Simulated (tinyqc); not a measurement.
# From one set of inputs to another, one input at a time

Model: admittance spectroscopy and thermally stimulated current of one trap level in a depletion layer. Computed by tinyqc, a small Python program. Command: `OMP_NUM_THREADS=1 python tinyqc.py 3112416 3112417 out.jsonl admit ladder`. One thread of a shared host (Intel(R) Xeon(R) Processor @ 2.30GHz), about 0.01 s of CPU time with the checks.

A Schottky junction on n-type material holds one donor-like electron trap; shallow donors are fully ionised and abrupt depletion edges are assumed.

The inputs printed are set A. Set A is modelled on n-type silicon; the values taken over come from a set modelled on n-type beta-Ga2O3. Inputs not listed in the table keep their values of set A, so the rows need not describe a real material.

Inputs (values chosen for the exercise, modelled on n-type silicon):
```
quantity                         value    unit
dielectric constant eps           11.5       -
density-of-states mass m           1.1     m_0
shallow doping N               1.1e+16  1/cm^3
trap density N_t               2.5e+14  1/cm^3
trap depth E_t below the band    0.372      eV
capture cross section sigma    7.8e-15    cm^2
band bending V_b                     1       V
test frequency f                  5000      Hz
heating rate beta                 0.11     K/s
```

Constants: k_B = 1.380649e-23 J/K; m_0 = 9.1093837015e-31 kg; h = 6.62607015e-34 J s; k_B = 8.617333262e-05 eV/K; eps_0 = 8.8541878128e-12 F/m; e = 1.602176634e-19 C.

Method:
- N_c = 2 (2 pi m k_B T/h^2)^(3/2), v_th = sqrt(3 k_B T/m), emission rate e_n = sigma v_th N_c exp(-E_t/(k_B T)).
- Where the level crosses the Fermi level capture equals emission, so the trap follows the signal with the rate 2 e_n; G/omega peaks at omega = 2 e_n (the correction for large N_t/N is left out).
- Solve 2 e_n(T_p) = 2 pi f.
- With E_c - E_F = k_B T_p ln(N_c/N): lambda = sqrt(2 eps eps_0 (E_t - (E_c - E_F))/(e^2 N)); traps are empty and charged for x < x_t = w - lambda, and V_b = e (N w^2 + N_t x_t^2)/(2 eps eps_0). High frequency: C_hf = eps eps_0/w. Low frequency: C_lf = eps eps_0 (N + N_t)/(N w + N_t x_t).
- Thermally stimulated current without retrapping: filled share n(T) = exp(-(1/beta) int e_n dT), current proportional to e_n n; the peak obeys beta (E_t/(k_B T^2) + 2/T) = e_n(T). The integral starts at 0.5 T_m and uses 4000 trapezoid steps to 1.2 T_m.
- Chen's first-order estimate from the full width W = T_2 - T_1 between the half-height points: E = 2.52 k_B T_m^2/W - 2 k_B T_m.

Each row keeps all changes above it:
```
input moved                            from       to  step (C_lf - C_hf)/C_hf  peak temperature T_m (K)  lambda (nm)
set A                                     -        -                 0.010572                    140.60       159.52
test frequency f (Hz)                  5000      800                 0.010927                    140.60       164.85
trap depth E_t below the band (eV)    0.372    0.302                 0.009898                    116.24       149.40
shallow doping N (1/cm^3)           1.1e+16  2.4e+16                 0.004698                    116.24       104.23
trap density N_t (1/cm^3)           2.5e+14  5.9e+14                 0.011027                    116.24       104.23
capture cross section sigma (cm^2)  7.8e-15  3.1e-17                 0.009845                    138.47        93.11
density-of-states mass m (m_0)          1.1    0.273                 0.010750                    145.37       101.63
heating rate beta (K/s)                0.11    0.097                 0.010750                    144.73       101.63
```

Step (C_lf - C_hf)/C_hf goes from 0.0106 to 0.0108, a factor 1.017 in all. The largest single move comes from trap density N_t (a factor 2.35), and shallow doping N works against it (a factor 0.475). Peak temperature T_m goes from 141 to 145, a factor 1.029 in all. The largest single move comes from trap depth E_t below the band (a factor 0.827), but it runs against the net change; the largest move in the direction of the net change is capture cross section sigma (a factor 1.19). Lambda goes from 160 to 102, a factor 0.637 in all. The largest single move comes from shallow doping N (a factor 0.698), and density-of-states mass m works against it (a factor 1.09). The single moves hold for this order of the switches; the total does not depend on the order.

Extremes, crossings and ranges named in words are read from the listed rows.
